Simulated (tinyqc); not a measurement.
Self-heating of a transistor with one or more fingers, with temperature-dependent conductivity: one step, computed by the program tinyqc. Command: `OMP_NUM_THREADS=1 python tinyqc.py 3025895 3025896 out.jsonl selfheat walk`. One thread of a shared host (Intel(R) Xeon(R) Processor @ 2.30GHz), about 0.05 s of CPU time with the checks.

N long parallel fingers lie on the top face of a slab whose bottom is held at T_0; the top is otherwise insulated, and heat flows in two dimensions. P in W/mm is 1000 P in W/m.

Task: Correction for the falling conductivity. Kirchhoff transformation for kappa = kappa_0 (T/T_0)^-m: T = T_0 [1 - (m - 1) theta/T_0]^(-1/(m - 1)), where theta is the linear rise. The bracket vanishes at the power P T_0/((m - 1) theta).

Inputs (values chosen for the exercise, modelled on indium phosphide): exponent m in kappa ~ T^-m = 1.5; base temperature T_0 = 358 K; power per gate width P = 0.31 W/mm.

Power: fixed power.

largest theta = 25.15285 K

Give: peak temperature; true rise; true rise / linear rise; power at which the formula diverges.

Result:

peak temperature = 384.5 K

true rise = 26.54 K

true rise / linear rise = 1.055

power at which the formula diverges = 8.824 W/mm

The falling conductivity adds 5.5 % to the rise.
